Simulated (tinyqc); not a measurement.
Worked calculation: harmonic frequencies on the RHF/sto-3g surface (energies and gradients from PySCF), for BeH2, spin multiplicity 1. Computed by tinyqc, a small Python program that keeps every step (integrals from PySCF). Settings: charge = 0, multiplicity = 1, basis = sto-3g, delta = 0.005. Command: `OMP_NUM_THREADS=1 python tinyqc.py 31296 31297 out.jsonl` (the two numbers bound the seeds that draw the settings). One thread of a shared host (Intel(R) Xeon(R) Processor @ 2.60GHz), about 1 s of CPU time with the checks.

## One row of the Hessian: 1Bey

optimised positions (bohr), order 1Be, 2H, 3H:
$$\begin{pmatrix}
0.019518 & -0.033378 & -0.025813 \\
0.031704 & 2.405339 & -0.034882 \\
0.007360 & -2.472117 & -0.016784
\end{pmatrix}$$

gradient at +delta (hartree/bohr), order 1Be, 2H, 3H:
$$\begin{pmatrix}
0.00001033 & 0.00240723 & -0.00000727 \\
-0.00000520 & -0.00120678 & 0.00000366 \\
-0.00000513 & -0.00120045 & 0.00000360
\end{pmatrix}$$

gradient at -delta (hartree/bohr), order 1Be, 2H, 3H:
$$\begin{pmatrix}
-0.00001152 & -0.00239696 & 0.00000898 \\
0.00000574 & 0.00119537 & -0.00000448 \\
0.00000578 & 0.00120159 & -0.00000450
\end{pmatrix}$$

Displace 1Bey by +/-0.005 bohr; H(k, :) = (g(+) - g(-)) / (2 delta).

row of the Hessian (hartree/bohr^2): 1Bex 0.00218494, 1Bey 0.48041913, 1Bez -0.00162441, 2Hx -0.00109380, 2Hy -0.24021444, 2Hz 0.00081407, 3Hx -0.00109113, 3Hy -0.24020469, 3Hz 0.00081034

## Hessian by finite differences

All rows are made in the same way, and the matrix is symmetrised.

Hessian (symmetrised) (hartree/bohr^2):
```
             1Bex         1Bey         1Bez          2Hx          2Hy          2Hz          3Hx          3Hy
1Bex   0.04266273   0.00218489  -0.00000811  -0.02133087  -0.00109359   0.00000407  -0.02133277  -0.00109130
1Bey   0.00218489   0.48041913  -0.00162437  -0.00109378  -0.24021444   0.00081405  -0.00109111  -0.24020469
1Bez  -0.00000811  -0.00162437   0.04265786   0.00000407   0.00081378  -0.02132844   0.00000404   0.00081059
2Hx   -0.02133087  -0.00109378   0.00000407   0.01066890   0.00113792  -0.00000423   0.01066243  -0.00004415
2Hy   -0.00109359  -0.24021444   0.00081378   0.00113792   0.23841637  -0.00084680  -0.00004434   0.00179807
2Hz    0.00000407   0.00081405  -0.02132844  -0.00000423  -0.00084680   0.01066636   0.00000016   0.00003275
3Hx   -0.02133277  -0.00109111   0.00000404   0.01066243  -0.00004434   0.00000016   0.01067079   0.00113545
3Hy   -0.00109130  -0.24020469   0.00081059  -0.00004415   0.00179807   0.00003275   0.00113545   0.23840662
3Hz    0.00000404   0.00081032  -0.02133033   0.00000016   0.00003303   0.01066253  -0.00000420  -0.00084335

              3Hz
1Bex   0.00000404
1Bey   0.00081032
1Bez  -0.02133033
2Hx    0.00000016
2Hy    0.00003303
2Hz    0.01066253
3Hx   -0.00000420
3Hy   -0.00084335
3Hz    0.01066825
```

## Normal modes

masses (u): 1Be 9.012182, 2H 2.014102, 3H 1.007825

Diagonalise H_ij / sqrt(m_i m_j); the 5 smallest eigenvalues belong to translations and rotations; wavenumber = sqrt(eigenvalue / 1822.888) x 219474.63; each mode has its largest component positive (the first on a tie); zero-point energy = sum of wavenumbers / 2, with 349.755 1/cm per kcal/mol. A mass of 2.014 u marks deuterium.

eigenvalues of the mass-weighted Hessian (hartree/(bohr^2 u)): [0.000000, 0.000000, 0.000000, 0.000001, 0.000001, 0.020608, 0.020608, 0.138740, 0.269512]

harmonic wavenumbers of the vibrations (1/cm): [737.9, 737.9, 1914.7, 2668.7]

mass-weighted modes, order 1Bex, 1Bey, 1Bez, 2Hx, 2Hy, 2Hz, 3Hx, 3Hy, 3Hz:
$$\begin{pmatrix}
-0.385918 & -0.284096 & -0.001657 & -0.001874 \\
0.002981 & -0.000014 & -0.331466 & -0.375811 \\
0.284091 & -0.385925 & 0.001234 & 0.001393 \\
0.408151 & 0.300464 & 0.004499 & 0.000739 \\
-0.003158 & 0.000017 & 0.900413 & 0.147843 \\
-0.300458 & 0.408159 & -0.003348 & -0.000550 \\
0.577064 & 0.424810 & -0.001404 & 0.004561 \\
-0.004449 & 0.000018 & -0.281687 & 0.914806 \\
-0.424802 & 0.577075 & 0.001043 & -0.003388
\end{pmatrix}$$

zero-point energy = 8.662164 kcal/mol

Within a degenerate level the vectors are fixed only up to a rotation; this is one choice.
